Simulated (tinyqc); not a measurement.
# Inductance and parasitic capacitance from two readings

Problem. A loss-free coil L in parallel with C shows the apparent inductance L/(1 - w^2 L C), w = 2 pi f. Find L, C and the self-resonance 1/(2 pi sqrt(L C)).

apparent inductance at 3.9 and 8.4 GHz (nH): [2.2729684, 4.5158901]

Solution. The inverse of the reading is 1/L - w^2 C, a straight line in w^2.

L = 2.00 nH
C = 100 fF
self-resonance = 11.3 GHz

Computed by the program tinyqc: `OMP_NUM_THREADS=1 python tinyqc.py 2302093 2302094 out.jsonl`, one thread of a shared Intel Xeon 2.30GHz, about 0.01 s for the whole run.
